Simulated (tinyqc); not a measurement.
# Hot electrons in a saturated n-channel MOSFET, lucky-electron model: several studies

Beyond pinch-off the lateral field grows as Esat cosh(y/l) over the velocity-saturated region (pseudo-two-dimensional model). Impact ionisation in this region gives the substrate current, which biases the body forward through Rsub. Currents are per width. Local-field laws: they overstate ionisation when the field peak is narrower than an energy relaxation length.

Values chosen for this exercise; values close to those of silicon n-channel devices:
- L = 0.25 um (channel length)
- tox = 6.5 nm (oxide thickness)
- xj = 72 nm (junction depth)
- VT = 0.53 V (threshold)
- mu = 290 cm^2/(V s) (effective mobility)
- vs = 7.1e6 cm/s (saturation velocity)
- Ai = 2e6 1/cm (ionisation prefactor)
- Bi = 1.69 MV/cm (ionisation field)
- Rd = 0 ohm um (resistance of the lightly doped drain)
- Rsub = 14000 ohm um (substrate resistance)
- kb = 0.33 (fall of VT per volt of forward body bias)
- m = 3.2 (lifetime exponent)
- Hl = 27000 s uA/um (lifetime constant)
- Vd = 2.1 V (drain voltage)
- Vg = 1.2 V (gate voltage)

Constants: eps0 = 8.8541878128e-14 F/cm where lengths are in cm. Results are converted to the units shown.

Each table varies one quantity; the others keep the values above.

## Effect of the oxide thickness

Cox = 3.9 eps0/tox, l = sqrt(3 tox xj), Esat = 2 vs/mu. Overdrive g = Vg - VT + kb Vb; Vdsat = g Esat L/(g + Esat L); Id = Cox vs (g - Vdsat); dV = Vd - Id Rd - Vdsat; Em = sqrt((dV/l)^2 + Esat^2); Isub = Id (Ai/Bi) l Em exp(-Bi/Em). Vb = Rsub Isub is solved self-consistently. Lifetime tau = (Hl/Id)(Isub/Id)^(-m); 1 year = 3.15576e7 s.

Effect of the oxide thickness:
```
tox (nm)	Id (uA/um)	Em (MV/cm)	Isub (uA/um)	Isub/Id	tau (years)
3.6	202.9	0.5855	21.87	0.1078	0.005261
4.5	146.8	0.5298	11.82	0.08052	0.01848
5.5	113.8	0.4824	6.742	0.05923	0.06365
6.9	87.57	0.4328	3.490	0.03986	0.2940
8.5	69.79	0.3913	1.844	0.02642	1.376
11	53.30	0.3452	0.7933	0.01488	11.30
13	44.92	0.3182	0.4426	0.009853	50.17
```

Read the table: what changes, and by how much?

As tox goes from 3.6 to 13 nm, Em falls from 0.585 to 0.318 MV/cm, Isub falls from 21.9 to 0.443 uA/um and tau rises from 0.00526 to 50.2 years. From the first row to the last, log10(tau) changes by 4.0: 3.3 from (Isub/Id)^(-m), which holds Em and l, and 0.65 from 1/Id. At tox = 3.6 nm Isub/Id passes 0.1, where multiplication of the secondary carriers, left out here, counts.

## Effect of the gate voltage

Same model as above.

Effect of the gate voltage:
```
Vg (V)	Id (uA/um)	Em (MV/cm)	Isub (uA/um)	Isub/Id	tau (years)
0.68	6.394	0.5265	0.6025	0.09422	0.2566
0.86	27.73	0.4920	1.950	0.07033	0.1508
1.04	59.43	0.4650	3.234	0.05443	0.1598
1.21	95.94	0.4444	4.215	0.04394	0.1964
1.39	139.6	0.4264	5.012	0.03590	0.2576
1.57	187.1	0.4113	5.607	0.02996	0.3428
1.75	237.6	0.3985	6.048	0.02545	0.4551
1.92	287.5	0.3881	6.359	0.02212	0.5892
2.1	342.1	0.3785	6.607	0.01931	0.7645
```

As Vg goes from 0.68 to 2.1 V, Em falls from 0.526 to 0.379 MV/cm, Isub rises from 0.602 to 6.61 uA/um and tau goes from 0.257 through a minimum of 0.151 (at Vg = 0.86 V among the rows listed) to 0.765 years.

## Effect of the junction depth

Same model as above.

Effect of the junction depth:
```
xj (nm)	Id (uA/um)	Em (MV/cm)	Isub (uA/um)	Isub/Id	tau (years)
29	108.25	0.68872	18.036	0.16662	0.0024452
39	101.59	0.59848	11.781	0.11597	0.0083073
53	96.811	0.51660	7.2217	0.074596	0.035781
72	93.647	0.44546	4.1640	0.044465	0.19369
98	91.650	0.38350	2.2173	0.024193	1.3878
130	90.560	0.33426	1.1491	0.012689	11.076
180	89.882	0.28545	0.48275	0.0053710	174.75
```

What does the table show?

As xj goes from 29 to 180 nm, Em falls from 0.689 to 0.285 MV/cm, Isub falls from 18.0 to 0.483 uA/um and tau rises from 0.00245 to 175 years. From the first row to the last, log10(tau) changes by 4.9: 4.8 from (Isub/Id)^(-m), which holds Em and l, and 0.081 from 1/Id. For xj = 29 to 39 nm Isub/Id passes 0.1, where multiplication of the secondary carriers, left out here, counts.

Program tinyqc, `OMP_NUM_THREADS=1 python tinyqc.py 2550153 2550154 out.jsonl`; Intel Xeon 2.30GHz, shared host, one thread, about 0.01 s.
